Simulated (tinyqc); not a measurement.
Neutral against charged centre: deep level as a short-range spherical well.

Lucovsky model (delta well, plane-wave final states, no local-field factor): sigma = (32 pi alpha c/(3 n_r m Et)) (x - 1)^(3/2)/x^3, x = h nu/Et, c = hbar^2/2m0; 1 angstrom^2 = 1e-16 cm^2.

Constants: hbar^2/2m0 = 3.80998211 eV angstrom^2; fine-structure constant alpha = 0.007297352564.

Parameters, chosen for this exercise (out of a larger set: near those of Ge; not measured data):
- m = 0.122 m0 (mass)
- n_r = 3.99 (refractive index)
- xs = (1.12, 1.28, 1.47, 1.94, 2.11, 3.06, 4.22, 8.47) (photon energies h nu/Et)

Et = 0.46921 eV

Lucovsky cross-section, its shape relative to the peak, and the shape of a hydrogen-like centre relative to threshold: x^-4 exp(4 - 4 atan(e)/e)/(1 - exp(-2 pi/e)), e = sqrt(x - 1).

Results:
```
x     h nu (eV)  sigma (1e-18 cm^2)  relative to peak  hydrogen-like
1.12      0.526                12.1             0.237          0.738
1.28      0.601                28.8             0.565          0.514
1.47      0.690                41.4             0.811          0.351
1.94      0.910                50.9             0.999          0.161
2.11      0.990                50.8             0.996          0.127
3.06      1.436                42.1             0.826          0.043
4.22      1.980                31.4             0.615          0.017
8.47      3.974                13.7             0.269          0.002
```

The short-range centre starts from zero, reaches half its peak at x = 1.24 and peaks at x = 2; in the last row it still has 27 % of the peak. The Coulomb centre is largest at threshold and is down to 0.2 % there. Reading the peak as the threshold would misplace the level by a factor 2, here 0.47 eV. Rows above the gap, about 0.7 eV, are hidden by band-to-band absorption.

Computed by tinyqc, a small Python program: `OMP_NUM_THREADS=1 python tinyqc.py 1250335 1250336 out.jsonl` (the numbers bound the seed that draws the inputs); one thread of a shared host (Intel(R) Xeon(R) Processor @ 2.30GHz), about 0.01 s for the whole set of steps.
